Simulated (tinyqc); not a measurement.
Frequency dispersion of an accumulation capacitance by border traps, distributed model: one step of the calculation.

Traps spread evenly through the insulator exchange electrons with the semiconductor by tunnelling, with tau(x) = t0 exp(2 ka x) at depth x from the interface. The admittance per area Y seen at depth x obeys dY/dx = -Y^2/(i w eps0 eox) + q Nb ln(1 + i w tau)/tau, with Y(0) = i w Cs and w = 2 pi f; the gate sees Y(tox) = G + i w C. Working variable y = Y/(i w), in uF/cm^2. Cox = eps0 eox/tox.

Question. Capacitance and conductance at the gate. Beyond xe the traps are ignored, so 1/y(tox) = 1/y(xe) + (tox - xe)/(eps0 eox); C = Re y, G/w = -Im y, loss tangent G/(w C).

Values chosen for this exercise; permittivity close to that of hafnium oxide: relative permittivity of the insulator eox = 18.3; insulator thickness tox = 12 nm; depth down to which the steps are taken xe = 1.6 nm.

Constants: eps0 = 8.8541878128e-14 F/cm where lengths are in cm. Results are converted to the units shown.

y at xe = 4.1358923-0.0247749i uF/cm^2

Find: y at the gate; C; G/w; loss tangent.

Answer.

y at the gate = 1.132-0.002i uF/cm^2
C = 1.132 uF/cm^2
G/w = 0.001855 uF/cm^2
loss tangent = 0.001639

Numbers from tinyqc (`OMP_NUM_THREADS=1 python tinyqc.py 2202163 2202164 out.jsonl`; about 0.6 s on one thread of a shared Intel Xeon 2.30GHz).
